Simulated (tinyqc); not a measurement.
Admittance spectroscopy of a deep trap: two steps of the calculation.

Schottky contact on an n-type layer with shallow donors Nd (all ionised) and a donor-like deep trap, neutral when filled and positive when empty; depletion approximation. Traps within lam of the depletion edge stay filled. The traps at xt = W - lam, where the level crosses the Fermi level, follow a slow signal and not a fast one. w = 2 pi f.

Values chosen for this exercise; material values close to those of 4H silicon carbide:
- eps_r = 9.84 (relative permittivity)
- Nc = 1.73e19 cm^-3 (conduction-band density of states at 300 K)
- vth = 2e7 cm/s (thermal velocity at 300 K)
- Nd = 1.9e15 cm^-3 (shallow donor density)
- Vbi = 0.93 V (built-in voltage)
- Et = 0.19 eV (depth of the trap below the conduction edge)
- sn = 2.6e-15 cm^2 (capture cross-section)
- Nt = 2.1e14 cm^-3 (trap density)
- Vr = 0 V (reverse bias)
- f = 1.1e5 Hz (signal frequency)
- T = 164 K (temperature)

Constants: q = 1.602176634e-19 C, kB = 1.380649e-23 J/K, eps0 = 8.8541878128e-14 F/cm where lengths are in cm. Results are converted to the units shown.

Problem 1. Widths and limiting capacitances. lam = sqrt(2 eps0 eps_r (EF - ET)/(q Nd)), EF - ET = Et - (kB T/q) ln(Nc(T)/Nd), Nc(T) = Nc (T/300 K)^1.5. In the steady state at the band bending V, 2 eps0 eps_r V/q = Nd W^2 + Nt (W - lam)^2 (the second term only if W > lam). V = Vbi + Vr. C_HF = eps0 eps_r/W, C_LF = eps0 eps_r (Nd + Nt)/(Nd W + Nt xt).

Wanted: lam; W; xt; C_HF; C_LF.

Solution 1.

lam = 205.8 nm
W = 710.1 nm
xt = 504.3 nm
C_HF = 12.27 nF/cm^2
C_LF = 12.63 nF/cm^2

The step is 2.97 % of C_HF.

Problem 2. Admittance at the signal frequency. Emission rate en = sn vth(T) Nc(T) exp(-Et/kB T) = sn g T^2 exp(-Et/kB T), g = vth Nc/(300 K)^2, as vth goes as T^0.5 and Nc as T^1.5 (degeneracy factor 1). Inflection frequency w0 = 2 en [1 + Nt xt/(Nd W)]; C = C_HF + (C_LF - C_HF)/(1 + (w/w0)^2), G/w = (C_LF - C_HF)(w/w0)/(1 + (w/w0)^2).

W = 710.09290 nm
xt = 504.33315 nm
C_HF = 12.269551 nF/cm^2
C_LF = 12.633901 nF/cm^2

Find: en; w0/(2 pi); C; G/w.

Solution 2.

en = 3.8970e5 1/s
w0/(2 pi) = 1.3378e5 Hz
C = 12.487 nF/cm^2
G/w = 0.17874 nF/cm^2

The signal lies near the inflection, where the loss is largest.

tinyqc, about 0.01 s, one thread, Intel Xeon 2.30GHz (shared host): `OMP_NUM_THREADS=1 python tinyqc.py 2050053 2050054 out.jsonl`
